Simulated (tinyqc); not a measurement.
## Inverter chain driving a load

N inverters, each f = Hc^(1/N) times larger than the one before: delay tau N (f + pp). Switched capacitance in units of the first input, with output capacitance pp times the input: Hc + (1 + pp)(Hc - 1)/(f - 1).

Parameters, values chosen for the exercise:
```
symbol,value,unit,meaning
Hc,580,,load over the input capacitance of the chain
pp,0.6,,parasitic delay of an inverter
tau,7.4,ps,delay unit
```

Inverter chain driving a load:
```
N	f	delay (ps)	switched capacitance
2	24.08	365.3	620.1
3	8.340	198.5	706.2
4	4.907	163.0	817.1
5	3.570	154.3	940.4
6	2.888	154.9	1071
7	2.482	159.6	1205
8	2.215	166.7	1342
9	2.028	175.0	1481
```

The delay goes from 365 through a minimum of 154 (at N = 5 among the rows listed) to 175 ps. The best stage effort solves pp + rho (1 - ln rho) = 0, rho = 3.27, which gives N = ln Hc/ln rho = 5.38. One stage fewer than the best costs 5.7 % in delay and saves 13 % of the switched capacitance.

Computed by the program tinyqc: `OMP_NUM_THREADS=1 python tinyqc.py 2082144 2082145 out.jsonl`, one thread of a shared Intel Xeon 2.30GHz, about 0.01 s for the whole run.
